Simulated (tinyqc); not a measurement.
# Inverter chain driving a load

N inverters, each f = Hc^(1/N) times larger than the one before: delay tau N (f + pp). Switched capacitance in units of the first input, with output capacitance pp times the input: Hc + (1 + pp)(Hc - 1)/(f - 1).

Inputs (values chosen for the exercise): load over the input capacitance of the chain Hc = 320; parasitic delay of an inverter pp = 1; delay unit tau = 4.6 ps.

Inverter chain driving a load:
```
N,f,delay (ps),switched capacitance
2,17.89,173.8,357.8
3,6.840,108.2,429.2
4,4.229,96.22,517.6
5,3.170,95.91,614.0
6,2.615,99.78,715.0
7,2.280,105.6,818.6
8,2.057,112.5,923.8
9,1.898,120.0,1030
```

What does the table show?

The delay goes from 174 through a minimum of 95.9 (at N = 5 among the rows listed) to 120 ps. The best stage effort solves pp + rho (1 - ln rho) = 0, rho = 3.59, which gives N = ln Hc/ln rho = 4.51. One stage fewer than the best costs 0.33 % in delay and saves 16 % of the switched capacitance.

Numbers from tinyqc (`OMP_NUM_THREADS=1 python tinyqc.py 2082021 2082022 out.jsonl`; about 0.01 s on one thread of a shared Intel Xeon 2.30GHz).
